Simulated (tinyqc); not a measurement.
Worked calculation: plane-wave Kohn-Sham cycle with exchange-only LDA in a layered model solid. One step of it, computed by the program tinyqc.

Question. Iteration 1: potential. V_H(G) = 4 pi rho(G)/G^2 for G != 0 (uniform background); v_x = -(3 rho/pi)^(1/3); V = V_ext + V_H + v_x; Fourier components f(G_m) = (1/N) sum_j f(x_j) exp(-i G_m x_j).

A solid whose potential varies along x alone (atomic units):
```
parameter                      value
period a                   13.200000
cross-section of the cell  35.000000
electrons per cell                 2
grid points                       16
plane waves -n..n, n               2
k points                           3
V1 in V1 cos(2 pi x/a)     -0.180000
V2 in V2 cos(4 pi x/a)     -0.020000
```

density at the start, on the grid x_j = j a/N (e/bohr^3): [0.00432900, 0.00432900, 0.00432900, 0.00432900, 0.00432900, 0.00432900, 0.00432900, 0.00432900, 0.00432900, 0.00432900, 0.00432900, 0.00432900, 0.00432900, 0.00432900, 0.00432900, 0.00432900]

Give: Potentials on the grid; V(G_m), m = 0, 1, 2, ....

Answer.

Potentials on the grid (hartree):
```
x        V_ext    V_H     v_x          V
0.000   -0.200  0.000  -0.160     -0.360
0.825   -0.180  0.000  -0.160     -0.341
1.650   -0.127  0.000  -0.160     -0.288
2.475   -0.055  0.000  -0.160     -0.215
3.300    0.020  0.000  -0.160     -0.140
4.125    0.083  0.000  -0.160     -0.077
4.950    0.127  0.000  -0.160     -0.033
5.775    0.152  0.000  -0.160     -0.008
6.600    0.160  0.000  -0.160  -4.92e-04
7.425    0.152  0.000  -0.160     -0.008
8.250    0.127  0.000  -0.160     -0.033
9.075    0.083  0.000  -0.160     -0.077
9.900    0.020  0.000  -0.160     -0.140
10.725  -0.055  0.000  -0.160     -0.215
11.550  -0.127  0.000  -0.160     -0.288
12.375  -0.180  0.000  -0.160     -0.341
```

V(G_m), m = 0, 1, 2, ... (hartree): [-0.160, -0.090, -0.010, 0.000, 0.000]
